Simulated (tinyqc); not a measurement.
# p-n heterojunction, non-linear Poisson equation by Newton steps, Boltzmann statistics: effects of single changes

One dimension, material 1 (p-type) at x < 0 and material 2 (n-type) at x > 0. Band edges: Ec = -psi in material 1 and -psi + dEc in material 2, Ev = Ec - Eg. Flat quasi-Fermi levels: 0 for holes, +V for electrons. n = Nc F((EFn - Ec)/Vt), p = Nv F((Ev - EFp)/Vt), with F(eta) = exp(eta) (Boltzmann statistics); full ionisation, no interface charge, classical densities; the doping types are chosen for the exercise.

Values chosen for this exercise; band and dielectric values close to those of SiGe and Si:
```
symbol,value,unit,meaning
T,300,K,temperature
Eg1,0.932,eV,band gap of material 1
er1,12.9,,relative permittivity of material 1
Nc1,1.92e19,cm^-3,conduction-band density of states of material 1
Nv1,1e19,cm^-3,valence-band density of states of material 1
Eg2,1.13,eV,band gap of material 2
er2,11.7,,relative permittivity of material 2
Nc2,2.82e19,cm^-3,conduction-band density of states of material 2
Nv2,2.63e19,cm^-3,valence-band density of states of material 2
dEc,0.03,eV,conduction-band offset Ec2 - Ec1
N1,2.4e16,cm^-3,acceptor density of material 1
N2,2.9e16,cm^-3,donor density of material 2
V,0.21,V,bias of side 1 against side 2
```

Constants: q = 1.602176634e-19 C, kB = 1.380649e-23 J/K, Vt = kB T/q, eps0 = 8.8541878128e-14 F/cm where lengths are in cm. Results are converted to the units shown.

Each table varies one quantity; the others keep the values above.

## Effect of the conduction-band offset Ec2 - Ec1

Exact first integral: on each side D^2/(2 eps0 er) = G, G = q [Vt (nI_j - nI_b) + Vt (pI_j - pI_b) - C (psi_j - psi_b)], with C = -N1 or +N2, b the neutral end of that side, and nI, pI the densities themselves. D is continuous, so er1 G1(psi_j) = er2 G2(psi_j) fixes psi_j. Ends from Nv1 F((-psi_L - Eg1)/Vt) = N1 and Nc2 F((V + psi_R - dEc)/Vt) = N2. D is counted positive when psi rises towards material 2. Depletion (Anderson) capacitance C^2 = q eps0 er1 er2 N1 N2/(2 (er1 N1 + er2 N2)(psi_R - psi_L)). -dD/dV is the change of the displacement at the interface with both quasi-Fermi levels flat; it is the terminal capacitance only while neither side holds an inversion layer. n_j and p_j are densities at the interface.

Results:

| dEc (eV) | psi_R - psi_L (V) | psi_j - psi_L (V) | psi_R - psi_j (V) | D/q (cm^-2) | n_j in 1 (cm^-3) | p_j in 2 (cm^-3) | -dD/dV (nF/cm^2) | depletion C (nF/cm^2) |
|---|---|---|---|---|---|---|---|---|
| -0.2 | 0.1882 | 0.09734 | 0.09086 | 1.571e11 | 2.566e11 | 3.012e8 | 88.86 | 78.11 |
| -0.12 | 0.2682 | 0.1391 | 0.1291 | 1.970e11 | 1.290e12 | 1.323e9 | 72.37 | 65.43 |
| 0.03 | 0.4182 | 0.2175 | 0.2007 | 2.561e11 | 2.676e13 | 2.111e10 | 55.92 | 52.40 |
| 0.1 | 0.4882 | 0.2540 | 0.2342 | 2.795e11 | 1.100e14 | 7.696e10 | 51.17 | 48.50 |
| 0.18 | 0.5682 | 0.2956 | 0.2726 | 3.042e11 | 5.502e14 | 3.399e11 | 46.61 | 44.95 |
| 0.26 | 0.6482 | 0.3364 | 0.3118 | 3.275e11 | 2.661e15 | 1.551e12 | 41.57 | 42.09 |
| 0.33 | 0.7182 | 0.3694 | 0.3488 | 3.480e11 | 9.558e15 | 6.476e12 | 34.61 | 39.98 |

Estimate the missing row, dEc = -0.05 eV.

Computed row:

| dEc (eV) | psi_R - psi_L (V) | psi_j - psi_L (V) | psi_R - psi_j (V) | D/q (cm^-2) | n_j in 1 (cm^-3) | p_j in 2 (cm^-3) | -dD/dV (nF/cm^2) | depletion C (nF/cm^2) |
|---|---|---|---|---|---|---|---|---|
| -0.05 | 0.3382 | 0.1757 | 0.1625 | 2.264e11 | 5.309e12 | 4.819e9 | 63.20 | 58.27 |

With this row back in the table: As dEc goes from -0.2 to 0.33, the total bending rises from 0.188 to 0.718 V and the sheet charge D/q rises from 1.57e11 to 3.48e11 cm^-2; the share of the bending in material 1 goes from 51.7 through a maximum of 52.0 (at dEc = 0.1 among the rows listed) to 51.4 %. The alignment is staggered for dEc = -0.2, -0.12, -0.05, 0.26, 0.33 eV. The capacitance departs most from the depletion formula at dEc = -0.2, where it is 14 % above it.

## Effect of the bias of side 1 against side 2

Same model as above.

Result of one run:

| V (V) | psi_R - psi_L (V) | psi_j - psi_L (V) | psi_R - psi_j (V) | D/q (cm^-2) | n_j in 1 (cm^-3) | p_j in 2 (cm^-3) | -dD/dV (nF/cm^2) | depletion C (nF/cm^2) |
|---|---|---|---|---|---|---|---|---|
| -1.63 | 2.258 | 1.180 | 1.079 | 6.283e11 | 0.04783 | 1.451e-6 | 22.81 | 22.55 |

What becomes of these results when the bias of side 1 against side 2 V is changed from -1.63 to 0.2 V, all else the same?

Result of the changed run:

| V (V) | psi_R - psi_L (V) | psi_j - psi_L (V) | psi_R - psi_j (V) | D/q (cm^-2) | n_j in 1 (cm^-3) | p_j in 2 (cm^-3) | -dD/dV (nF/cm^2) | depletion C (nF/cm^2) |
|---|---|---|---|---|---|---|---|---|
| 0.2 | 0.4282 | 0.2227 | 0.2055 | 2.596e11 | 2.225e13 | 1.724e10 | 55.18 | 51.78 |

The whole series:

| V (V) | psi_R - psi_L (V) | psi_j - psi_L (V) | psi_R - psi_j (V) | D/q (cm^-2) | n_j in 1 (cm^-3) | p_j in 2 (cm^-3) | -dD/dV (nF/cm^2) | depletion C (nF/cm^2) |
|---|---|---|---|---|---|---|---|---|
| 0.2 | 0.4282 | 0.2227 | 0.2055 | 2.596e11 | 2.225e13 | 1.724e10 | 55.18 | 51.78 |
| -0.26 | 0.8882 | 0.4632 | 0.4250 | 3.869e11 | 4.576e9 | 1.570e6 | 37.05 | 35.96 |
| -0.71 | 1.338 | 0.6985 | 0.6397 | 4.798e11 | 1.132e6 | 175.0 | 29.88 | 29.29 |
| -1.17 | 1.798 | 0.9391 | 0.8591 | 5.590e11 | 232.6 | 0.01593 | 25.64 | 25.27 |
| -1.63 | 2.258 | 1.180 | 1.079 | 6.283e11 | 0.04783 | 1.451e-6 | 22.81 | 22.55 |
| -2.09 | 2.718 | 1.420 | 1.298 | 6.907e11 | 9.833e-6 | 1.321e-10 | 20.75 | 20.55 |
| -2.54 | 3.168 | 1.655 | 1.513 | 7.467e11 | 2.432e-9 | 1.473e-14 | 19.19 | 19.04 |
| -3 | 3.628 | 1.896 | 1.732 | 8.000e11 | 4.999e-13 | 1.341e-18 | 17.92 | 17.79 |

As V goes from 0.2 to -3, the total bending rises from 0.428 to 3.63 V and the sheet charge D/q rises from 2.60e11 to 8.00e11 cm^-2; the share of the bending in material 1 stays near 52.2 %. The capacitance departs most from the depletion formula at V = 0.2, where it is 6.6 % above it.

Program tinyqc, `OMP_NUM_THREADS=1 python tinyqc.py 2040082 2040083 out.jsonl`; Intel Xeon 2.30GHz, shared host, one thread, about 0.02 s.
